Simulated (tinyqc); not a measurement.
Van der Pauw, Hall and four-point-probe measurements on a doped layer: one step of the calculation.

A uniform n-type layer with sheet resistance Rs = 1/(q ns mu), point contacts, low field (mu B small).

Problem. New z. The van der Pauw equation exp(-pi RA z) + exp(-pi RB z) = 1 is solved for z = 1/Rs: e1 = exp(-pi RA z), e2 = exp(-pi RB z), f = e1 + e2 - 1, f' = -pi (RA e1 + RB e2), z(new) = z - f/f'.

z after iteration 2 = 11.537136 mS
RA = 2.1892951 ohm
RB = 68.256833 ohm

Give: e1; e2; f; f'; z after iteration 3.

Solution.

e1 = 0.92372
e2 = 0.084250
f = 0.0079656
f' = -0.024419 kohm
z after iteration 3 = 11.863 mS

Computed by the program tinyqc: `OMP_NUM_THREADS=1 python tinyqc.py 2850130 2850131 out.jsonl`, one thread of a shared Intel Xeon 2.30GHz, about 0.01 s for the whole run.
